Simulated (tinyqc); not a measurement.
# Mobility, diffusion coefficient and lifetime from two collectors

Problem. For an injected sheet in a field F the peak time tp at distance L obeys u^2 tp^2 + 2 D tp = L^2 with u^2 = v^2 + 4 D/tau, and the pulse area goes as exp(L (v - u)/(2 D)); v = mu F. Find u, D, mu and tau without using the Einstein relation.

Inputs (values chosen for the exercise): sweep field along the drift F = 2.2 V/cm.

distances (um): [2500, 5100]
peak times (us): [222.992352, 463.780611]
ratio of the areas, far over near = 0.645908864

Answer. The two peak times give two linear equations for u^2 and D; the area ratio gives v - u, and u^2 - v^2 = 4 D/tau gives tau.

u = 1.08e3 cm/s
D = 10.2 cm^2/s
mu = 475 cm^2/(V s)
tau = 5.60e-4 s

Program tinyqc, `OMP_NUM_THREADS=1 python tinyqc.py 2310028 2310029 out.jsonl`; Intel Xeon 2.30GHz, shared host, one thread, about 0.01 s.
